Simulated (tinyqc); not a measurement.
# Inputs raised by 5 %, one at a time

Model: single-oscillator infrared dielectric function of a polar cubic crystal. Computed by tinyqc, a small Python program. Command: `OMP_NUM_THREADS=1 python tinyqc.py 3001478 3001479 out.jsonl infrared sens`. One thread of a shared host (Intel(R) Xeon(R) Processor @ 2.30GHz), about 0.01 s of CPU time with the checks.

One ion pair, charges +Z* and -Z*, in a cell of volume Omega = a^3/4. Frequencies omega are given as wavenumbers (1/cm); eps_s is the static dielectric constant.

Inputs (values chosen for the exercise, for a model crystal):

| quantity | value | unit |
|---|---|---|
| lattice constant a | 6.5 | angstrom |
| mass M_A | 55.3 | u |
| mass M_B | 46.6 | u |
| omega_TO | 578 | 1/cm |
| Born charge Z* | 1.51 | e |
| eps_inf | 7.2 | - |
| phonon damping gamma | 12 | 1/cm |
| probe frequency / omega_TO | 0.826 | - |
| carrier density N | 6.6e+17 | 1/cm^3 |
| carrier mass m* | 0.14 | m_0 |
| carrier mobility | 390 | cm^2/(V s) |

Structure: rock salt. Free carriers: present.

Constants: nu for 1 eV/(angstrom^2 u) = 15.6333042 THz; 1 THz = 33.35640952 1/cm; e^2/(4 pi eps_0) = 14.39964548 eV angstrom; e = 1.602176634e-19 C; eps_0 = 8.8541878128e-12 F/m; m_0 = 9.1093837015e-31 kg; c = 299792458 m/s.

Method:
- mu = M_A M_B/(M_A + M_B); ionic plasma term W^2 = 4 pi Z*^2 (e^2/(4 pi eps_0))/(Omega mu) in eV/(angstrom^2 u), turned into 1/cm by W = 15.6333042 x 33.35640952 x sqrt(W^2); omega_LO^2 = omega_TO^2 + W^2/eps_inf; eps_s = eps_inf + W^2/omega_TO^2; Szigeti charge 3 Z*/(eps_inf + 2); longitudinal (Callen) charge Z*/eps_inf.
- omega_p^2 = N e^2/(eps_0 eps_inf m*), gamma_p = e/(m* x mobility), both divided by 2 pi c (c in cm/s) to give 1/cm. m* is held constant, though in narrow-gap crystals it rises with N at high doping.
- Without damping eps(omega) = 0 gives omega^4 - (omega_LO^2 + omega_p^2) omega^2 + omega_p^2 omega_TO^2 = 0, with roots L- and L+.
- eps(omega) = eps_inf + W^2/(omega_TO^2 - omega^2 - i gamma omega) - eps_inf omega_p^2/(omega^2 + i gamma_p omega); n + i k = sqrt(eps) with k >= 0; R = |(n + i k - 1)/(n + i k + 1)|^2 at normal incidence from vacuum.
- omega is the probe ratio times omega_TO. Intensity decays over 1/(4 pi omega k); the loss function is Im(-1/eps).

Runs:

| input moved | from | to | eps_s | lower coupled mode L- (1/cm) | omega_p (1/cm) | reflectivity R |
|---|---|---|---|---|---|---|
| base run | - | - | 7.3934 | 238.51 | 242.34 | 0.18271 |
| mass M_A (u) | 55.3 | 58.065 | 7.3892 | 238.59 | 242.34 | 0.18234 |
| mass M_B (u) | 46.6 | 48.93 | 7.3884 | 238.61 | 242.34 | 0.18227 |
| omega_TO (1/cm) | 578 | 606.9 | 7.3754 | 238.92 | 242.34 | 0.18460 |
| eps_inf | 7.2 | 7.56 | 7.7534 | 232.97 | 236.50 | 0.19253 |
| phonon damping gamma (1/cm) | 12 | 12.6 | 7.3934 | 238.51 | 242.34 | 0.18272 |
| carrier density N (1/cm^3) | 6.6e+17 | 6.93e+17 | 7.3934 | 244.36 | 248.33 | 0.18056 |
| carrier mass m* (m_0) | 0.14 | 0.147 | 7.3934 | 232.80 | 236.50 | 0.18420 |

Exponents ln(y'/y) / ln(x'/x):

| input | eps_s | lower coupled mode L- | omega_p | reflectivity R |
|---|---|---|---|---|
| mass M_A | -0.012 | 0.007 | 0.0 | -0.042 |
| mass M_B | -0.014 | 0.008 | 0.0 | -0.050 |
| omega_TO | -0.050 | 0.035 | 0.0 | 0.211 |
| eps_inf | 0.974 | -0.482 | -0.5 | 1.073 |
| phonon damping gamma | 0.000 | 0.000 | 0.0 | 0.000 |
| carrier density N | 0.000 | 0.497 | 0.5 | -0.243 |
| carrier mass m* | 0.000 | -0.497 | -0.5 | 0.166 |

Among the inputs moved here: eps_s answers most in size to eps_inf (exponent +0.974), next to omega_TO (-0.050); its exponent is below 0.0005 for phonon damping gamma, carrier density N, carrier mass m*. lower coupled mode L- answers most in size to carrier mass m* (exponent -0.497), and about equally to carrier density N (+0.497); its exponent is below 0.0005 for phonon damping gamma. Its exponent +0.497 in carrier density N: L- is a plasmon screened by eps_s. omega_p answers most in size to eps_inf (exponent -0.500), and about equally to carrier density N (+0.500), carrier mass m* (-0.500); its exponent is below 0.0005 for mass M_A, mass M_B, omega_TO, phonon damping gamma. Its exponent +0.500 in carrier density N: omega_p goes as sqrt(N). Its exponent -0.500 in carrier mass m*: omega_p goes as m*^(-1/2). Reflectivity R answers most in size to eps_inf (exponent +1.073), next to carrier density N (-0.243); its exponent is below 0.0005 for phonon damping gamma.

Caution (all rows): gamma_p is not small against omega_p, so the plasmon is strongly damped and a plasmon-like coupled mode marks no sharp feature.
